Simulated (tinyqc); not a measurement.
A tight-binding chain with uneven site energies, recursive Green functions: two steps of the calculation.

The device has N = 7 slices of 1 site(s), nearest-neighbour hopping -t, and site energies U; the leads are semi-infinite continuations with site energy 0. V = <i+1|H|i> = -t 1.

Inputs (values chosen for the exercise):

| symbol | value | unit | meaning |
|---|---|---|---|
| t | 1 | eV | hopping (matrix element -t) |
| E | 1.22 | eV | energy |

Constants: q = 1.602176634e-19 C, h = 6.62607015e-34 J s. Results are converted to the units shown.

Task 1. Self-energy of the leads. Sigma = t^2 g(E), g(x) = (x - i sqrt(4 t^2 - x^2))/(2 t^2) for |x| < 2 t and (x - sign(x) sqrt(x^2 - 4 t^2))/(2 t^2) otherwise; Gamma = i (Sigma - Sigma^dagger); both leads give the same.

Wanted: Sigma; Gamma; open modes.

Result 1.

Sigma = 0.6100-0.7924i eV
Gamma = 1.585 eV
open modes = 1

Task 2. Transmission. T(E) = Tr[Gamma G_(N,1) Gamma G_(N,1)^dagger]. Conductance (2 q^2/h) T(E).

G_(N,1) = 0.02925678-0.52468466i 1/eV
Gamma = 1.5848028 eV

Give: T(E); conductance.

Result 2.

T(E) = 0.6936
conductance = 53.74 uS

Inverting the whole matrix gives the same value.

Program tinyqc, `OMP_NUM_THREADS=1 python tinyqc.py 2660023 2660024 out.jsonl`; Intel Xeon 2.30GHz, shared host, one thread, about 0.01 s.
